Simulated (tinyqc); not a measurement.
Inside a calculation: linear model of a band gap against the share of exact exchange. Values are carried at full precision from step to step, so a last printed digit may differ when a step is redone from the rounded ones.

E(alpha) = E0 + S alpha. A wider gap screens less, modelled in the Penn form eps(alpha) = 1 + (e0 - 1)(EP/(EP + S alpha))^2 with a scale EP chosen for the exercise. A dielectric-dependent hybrid takes alpha = 1/eps.

Values chosen for the exercise (of the order of those of MgO; not measured data):
- E0 = 4.64 eV (gap of the semi-local functional)
- S = 9.65 eV (slope dE/d(alpha))
- e0 = 3.3 (optical dielectric constant at alpha = 0)
- EP = 25.1 eV (energy scale of the screening)
- Et = 7.86 eV (target gap)
- a_start = 0.25 (starting alpha)
- fv = 0.5 (share of the opening taken by the valence edge)
- Ed = 2.13 eV (defect level above the semi-local valence top)
- cd = -0.08 (shift of the level per unit opening, on the scale of the mean potential)

## Fixed shares

Gap, error against the target and eps for alpha = 0, 0.25 and 1/e0; and the alpha that meets the target, (Et - E0)/S.

Results:
```
alpha,E (eV),E - Et (eV),eps
0.0000,4.640,-3.220,3.300
0.2500,7.053,-0.807,2.914
0.3030,7.564,-0.296,2.845
```

alpha for the target = 0.3337

A quarter of exact exchange falls short of the target by 0.81 eV: the material needs 0.334, and 1/e0 = 0.303 lies closer to it than 0.25 does.

## Self-consistent share

Iterate alpha -> 1/eps(alpha) seven times from a_start. The fixed point solves alpha eps(alpha) = 1; the contraction factor there is 2 (eps - 1) S/((EP + S alpha) eps^2).

Iterates:
```
step,alpha,eps,E (eV)
0,0.25000,2.9143,7.0525
1,0.34313,2.7951,7.9512
2,0.35777,2.7774,8.0924
3,0.36005,2.7747,8.1145
4,0.36040,2.7743,8.1179
5,0.36046,2.7742,8.1184
6,0.36047,2.7742,8.1185
7,0.36047,2.7742,8.1185
```

fixed point = 0.36047
contraction factor = 0.1557

The factor is positive, so the iterates approach from one side, the error shrinking to 0.16 of itself each step; the gap is within 0.01 eV of its limit from step 3. Self-consistency moves the gap by +0.554 eV against the one-shot choice 1/e0, since a wider gap screens less.

## Band edges and a deep level

The opening c = S alpha lowers the valence top by fv c and raises the conduction edge by (1 - fv) c, both against the mean potential; the level moves by cd c. Use the fixed point. Compare with stretching the level in proportion to the gap and with pinning it to either edge.

opening c = 3.479 eV

shifts of the valence and conduction edges (eV): -1.739  1.739

level above the valence top = 3.591 eV
level below the conduction edge = 4.528 eV

level above the valence top: stretched, tied to the valence edge, tied to the conduction edge (eV): 3.727  2.130  5.609

The three recipes err by +0.14, -1.46 and +2.02 eV against alignment through the mean potential. With cd = -0.08 the level moves with the valence edge, by 0.16 times as much as that edge.

## Checks

- Fixed point by bisection against 60 substitutions: both 0.36047.

(tinyqc, `OMP_NUM_THREADS=1 python tinyqc.py 1881246 1881247 out.jsonl`, Intel(R) Xeon(R) Processor @ 2.30GHz, 1 thread, shared host, about 0.01 s.)
